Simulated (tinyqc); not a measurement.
What each parameter of the potential does: deformation potentials from a strained empirical pseudopotential.

Diamond lattice, no spin-orbit coupling. Atomic form factor V(q) = a1 (q^2 - a2)/(a3 exp(a4 q^2) - 1) in rydberg with q in 1/bohr, for the unstrained cell. Under a strain e the reciprocal vectors and k go over into (1 + e)^(-1) G, the atoms sit at +/- tau with tau = (1 + e) a (1,1,1)/8 - zeta a (eyz, ezx, exy)/4, and H(G,G') = c |k + G|^2 delta + (V(q)/det(1 + e)) cos(q.tau), q = G - G', with the term q = 0 left out; c = hbar^2/2m0. The basis is fixed before straining: all G with |k + G|^2 up to 16 (2 pi/a)^2. k is given in units of 2 pi/a of the unstrained cell.

Constants: hbar^2/2m0 = 3.80998211 eV angstrom^2; Ry = 13.60569312 eV; a0 (Bohr radius) = 0.5291772105 angstrom.

Values chosen for the exercise (near those of Si; not measured data): a = 5.44 angstrom (lattice constant); a1 = 0.543; a2 = 2.217; a3 = 2.079; a4 = 0.488; kD = 0.82 2 pi/a (position of the Delta minimum).

Gaps from the valence top to level 8 at Gamma and level 5 at (kD,0,0) and L, and their deformation potentials [E(+h) - E(-h)]/(3 ln((1 + h)/(1 - h))) for e = +/- h 1, h = 0.002. The row for the lattice constant keeps V(q) without the volume factor, so it is not a strain.

Results for these values:
```
case  Gamma (eV)  Delta (eV)  L (eV)  potential Gamma (eV)  potential Delta (eV)  potential L (eV)
base       3.937       1.239   2.012                 -8.93                  2.52             -2.00
```

What happens to each result for a2 = 2.195, all else kept?

Answer: Gamma rises from 3.937 to 4.055; Delta falls from 1.239 to 1.164; L rises from 2.012 to 2.016; potential Gamma rises from -8.93 to -8.86; potential Delta rises from 2.52 to 2.57; potential L rises from -2.00 to -1.97.

The same for each parameter in turn:
```
case                Gamma (eV)  Delta (eV)  L (eV)  potential Gamma (eV)  potential Delta (eV)  potential L (eV)
base                     3.937       1.239   2.012                 -8.93                  2.52             -2.00
a = 5.386 angstrom       4.067       0.942   1.910                 -8.63                  2.83             -1.82
a1 = 0.538               3.897       1.172   1.962                 -8.86                  2.53             -1.99
a2 = 2.195               4.055       1.164   2.016                 -8.86                  2.57             -1.97
a3 = 2.1                 3.892       1.145   1.946                 -8.84                  2.51             -2.00
a4 = 0.493               3.845       1.153   1.935                 -8.76                  2.60             -1.92
```

(tinyqc, `OMP_NUM_THREADS=1 python tinyqc.py 1880447 1880448 out.jsonl`, Intel(R) Xeon(R) Processor @ 2.30GHz, 1 thread, shared host, about 0.2 s.)
